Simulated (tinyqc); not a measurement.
## Insulator thickness and V0 from two charges

Problem. In an undoped wire Vg - V0 = Q/Cox + Vt ln(Q/Q0) + Vt ln(1 + Q/Q0) at the source, with Q0 = 4 eps0 eps_r Vt/R and Cox = eps0 eox/(R ln(1 + tox/R)). Find Cox, tox and V0.

Values chosen for this exercise; material values close to those of silicon:

| symbol | value | unit | meaning |
|---|---|---|---|
| T | 273 | K | temperature |
| eps_r | 11.5 |  | relative permittivity of the semiconductor |
| eox | 3.93 |  | relative permittivity of the gate insulator |
| R | 15 | nm | wire radius |

Constants: q = 1.602176634e-19 C, kB = 1.380649e-23 J/K, Vt = kB T/q, eps0 = 8.8541878128e-14 F/cm where lengths are in cm. Results are converted to the units shown.

Qs at Vg = 0.82 and 1.22 V (nC/cm^2): 635.66374  1791.7158

Answer. The two equations are linear in 1/Cox and V0; tox follows by inverting the logarithm.

Cox = 3.28 uF/cm^2
tox = 1.10 nm
V0 = 0.516 V

Computed by the program tinyqc: `OMP_NUM_THREADS=1 python tinyqc.py 2460052 2460053 out.jsonl`, one thread of a shared Intel Xeon 2.30GHz, about 0.02 s for the whole run.
